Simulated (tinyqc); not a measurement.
Sp3 tight binding, zinc-blende lattice, step by step. Computed by tinyqc, a small Python program that keeps every step. Command: `OMP_NUM_THREADS=1 python tinyqc.py 23482 23483 out.jsonl` (the two numbers bound the seeds that draw the settings). One thread of a shared host (Intel(R) Xeon(R) Processor @ 2.60GHz), about 0.01 s of CPU time with the checks.

## Bloch Hamiltonian at k

Parameters chosen for this model: zinc-blende lattice, anion at 0, cation at a/4 (1,1,1); V = eta hbar^2 / (m d^2), hbar^2/m = 7.619964 eV angstrom^2:
```
parameter,value,unit
a,3.970000,angstrom
d,1.719060,angstrom
Es anion,-13.480000,eV
Ep anion,-6.360000,eV
Es cation,-13.480000,eV
Ep cation,-6.360000,eV
eta ss,-1.320000,
eta sp,1.420000,
eta pp sigma,2.220000,
eta pp pi,-0.630000,
V ss,-3.403647,eV
V sp,3.661499,eV
V pp sigma,5.724316,eV
V pp pi,-1.624468,eV
```

k point k (2 pi / a): 0.720000  -0.550000  -0.400000

Slater-Koster rules over the four bonds with direction cosines (l, m, n): ss V_ss; s-px l V_sp; px-s -l V_sp; px-px l^2 V_pps + (1 - l^2) V_ppp; px-py l m (V_pps - V_ppp); each times exp(i k.d).

H(k) at k (eV):
```
,a s,a px,a py,a pz,c s,c px,c py,c pz
a s,-13.480000,0.000000,0.000000,0.000000,-3.045728+5.505976i,-1.609189+4.019999i,2.920700-2.214859i,4.706814-1.374377i
a px,0.000000,-6.360000,0.000000,0.000000,1.609189-4.019999i,0.738358-1.334782i,5.454098-1.592582i,3.384410-2.566504i
a py,0.000000,0.000000,-6.360000,0.000000,-2.920700+2.214859i,5.454098-1.592582i,0.738358-1.334782i,-1.864674+4.658240i
a pz,0.000000,0.000000,0.000000,-6.360000,-4.706814+1.374377i,3.384410-2.566504i,-1.864674+4.658240i,0.738358-1.334782i
c s,-3.045728-5.505976i,1.609189+4.019999i,-2.920700-2.214859i,-4.706814-1.374377i,-13.480000,0.000000,0.000000,0.000000
c px,-1.609189-4.019999i,0.738358+1.334782i,5.454098+1.592582i,3.384410+2.566504i,0.000000,-6.360000,0.000000,0.000000
c py,2.920700+2.214859i,5.454098+1.592582i,0.738358+1.334782i,-1.864674-4.658240i,0.000000,0.000000,-6.360000,0.000000
c pz,4.706814+1.374377i,3.384410+2.566504i,-1.864674-4.658240i,0.738358+1.334782i,0.000000,0.000000,0.000000,-6.360000
```

## Levels at k

Diagonalise the Hermitian matrix.

eigenvalues (eV): -22.414939  -18.316648  -13.868565  -13.283846  -1.939342  0.051866  0.764530  3.886943

weights |c|^2 of the basis functions:
```
,band 1,band 2,band 3,band 4,band 5,band 6,band 7,band 8
a s,0.438913,0.143649,0.030280,0.007311,0.321635,0.021328,0.004574,0.032310
a px,0.010756,0.136632,0.291296,0.010147,0.093594,0.129988,0.172991,0.154596
a py,0.016475,0.119061,0.087904,0.259450,0.015487,0.026676,0.308028,0.166921
a pz,0.033856,0.100658,0.090521,0.223092,0.069285,0.322008,0.014407,0.146173
c s,0.438913,0.143649,0.030280,0.007311,0.321635,0.021328,0.004574,0.032310
c px,0.010756,0.136632,0.291296,0.010147,0.093594,0.129988,0.172991,0.154596
c py,0.016475,0.119061,0.087904,0.259450,0.015487,0.026676,0.308028,0.166921
c pz,0.033856,0.100658,0.090521,0.223092,0.069285,0.322008,0.014407,0.146173
```

## Bloch Hamiltonian at X

k point X (2 pi / a): 1  0  0

As before.

H(k) at X (eV):
```
,a s,a px,a py,a pz,c s,c px,c py,c pz
a s,-13.480000,0.000000,0.000000,0.000000,0.000000,0.000000+8.455871i,0.000000,0.000000
a px,0.000000,-6.360000,0.000000,0.000000,0.000000-8.455871i,0.000000,0.000000,0.000000
a py,0.000000,0.000000,-6.360000,0.000000,0.000000,0.000000,0.000000,0.000000+9.798379i
a pz,0.000000,0.000000,0.000000,-6.360000,0.000000,0.000000,0.000000+9.798379i,0.000000
c s,0.000000,0.000000+8.455871i,0.000000,0.000000,-13.480000,0.000000,0.000000,0.000000
c px,0.000000-8.455871i,0.000000,0.000000,0.000000,0.000000,-6.360000,0.000000,0.000000
c py,0.000000,0.000000,0.000000,0.000000-9.798379i,0.000000,0.000000,-6.360000,0.000000
c pz,0.000000,0.000000,0.000000-9.798379i,0.000000,0.000000,0.000000,0.000000,-6.360000
```

## Levels at X

As before.

eigenvalues (eV): -19.094713  -19.094713  -16.158379  -16.158379  -0.745287  -0.745287  3.438379  3.438379

## Bands along a path

The same steps at evenly spaced points between the labelled ones.

Bands along the path (eV):
```
k,band 1,band 2,band 3,band 4,band 5,band 6,band 7,band 8
L,-22.495617,-18.895520,-12.909443,-12.909443,-2.285310,0.189443,0.189443,3.996447
L-G 0.33,-24.311752,-16.402462,-12.267177,-12.267177,-1.910252,-0.452823,-0.452823,2.944465
L-G 0.67,-26.329414,-12.338338,-10.706701,-10.706701,-2.013299,-2.013299,-1.668572,0.656324
G,-27.094590,-9.660507,-9.660507,-9.660507,-3.059493,-3.059493,-3.059493,0.134590
G-X 0.33,-26.062889,-12.032042,-12.032042,-11.114837,-2.709369,-0.687958,-0.687958,0.207095
G-X 0.67,-23.189232,-15.004623,-15.004623,-14.694953,-1.807809,0.011994,2.284623,2.284623
X,-19.094713,-19.094713,-16.158379,-16.158379,-0.745287,-0.745287,3.438379,3.438379
X-W 0.33,-19.094713,-19.094713,-16.158379,-16.158379,-0.745287,-0.745287,3.438379,3.438379
X-W 0.67,-19.094713,-19.094713,-16.158379,-16.158379,-0.745287,-0.745287,3.438379,3.438379
W,-19.094713,-19.094713,-16.158379,-16.158379,-0.745287,-0.745287,3.438379,3.438379
```

With 4 band(s) filled, the highest filled level on these points lies at G and the lowest empty one at G: a gap of 6.6010 eV, direct.
